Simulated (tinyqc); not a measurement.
Inside a calculation. Method: Pariser-Parr-Pople SCF with singles CI, for the molecule O=CC1=CC(=O)C=CC1=O (SMILES; centres numbered as the heavy atoms are written). One step of it, computed by the program tinyqc.

Task: PPP integrals. Ohno: gamma = 14.399645/sqrt(R^2 + a^2), a = 2 x 14.399645/(gamma_rr + gamma_ss); H_rr = -W_r - sum_(s != r) z_s gamma_rs; H_rs = beta for bonds.

Centres (angstrom, eV; a flat drawing with bonds scaled to 1.40 angstrom):
```
centre          x          y  core charge z          W   gamma_rr
1O      -2.968000  -0.786000              1  17.700000  15.200000
2C      -1.693000  -1.363000              1  11.160000  11.130000
3C      -0.555000  -0.547000              1  11.160000  11.130000
4C       0.720000  -1.125000              1  11.160000  11.130000
5C       1.858000  -0.309000              1  11.160000  11.130000
6O       3.133000  -0.886000              1  17.700000  15.200000
7C       1.720000   1.084000              1  11.160000  11.130000
8C       0.445000   1.662000              1  11.160000  11.130000
9C      -0.693000   0.846000              1  11.160000  11.130000
10O     -1.968000   1.423000              1  17.700000  15.200000
```

Resonance integrals (eV):
```
i   j       beta
1   2  -2.650000
2   3  -2.520000
3   4  -2.520000
4   5  -2.520000
5   6  -2.650000
5   7  -2.520000
7   8  -2.520000
8   9  -2.520000
9  10  -2.650000
9   3  -2.520000
```

Give: repulsion gamma_rs; core matrix H.

Result:

repulsion gamma_rs (eV), lower triangle:
```
          1O       2C       3C       4C       5C       6O       7C       8C
1O   15.2000
2C    8.1070  11.1300
3C    5.4132   7.5529  11.1300
4C    3.7288   5.2395   7.5542  11.1300
5C    2.8965   3.6700   5.2395   7.5529  11.1300
6O    2.3320   2.8965   3.7288   5.4132   8.1070  15.2000
7C    2.7883   3.2769   4.6695   5.2393   7.5544   5.4141  11.1300
8C    3.3177   3.6699   5.2393   4.6677   5.2387   3.7287   7.5542  11.1300
9C    4.7905   5.2393   7.5544   5.2387   4.6681   3.3180   5.2395   7.5529
10O   5.5313   4.7909   5.4141   3.7287   3.3180   2.5357   3.7288   5.4132

          9C      10O
9C   11.1300
10O   8.1070  15.2000
```

core matrix H (eV), lower triangle:
```
           1O        2C        3C        4C        5C        6O        7C        8C
1O   -56.6053
2C    -2.6500  -55.6030
3C     0.0000   -2.5200  -63.5260
4C     0.0000    0.0000   -2.5200  -59.5232
5C     0.0000    0.0000    0.0000   -2.5200  -59.4052
6O     0.0000    0.0000    0.0000    0.0000   -2.6500  -55.1739
7C     0.0000    0.0000    0.0000    0.0000   -2.5200    0.0000  -56.6250
8C     0.0000    0.0000    0.0000    0.0000    0.0000    0.0000   -2.5200  -57.5424
9C     0.0000    0.0000   -2.5200    0.0000    0.0000    0.0000    0.0000   -2.5200
10O    0.0000    0.0000    0.0000    0.0000    0.0000    0.0000    0.0000    0.0000

           9C       10O
9C   -62.8684
10O   -2.6500  -60.2677
```
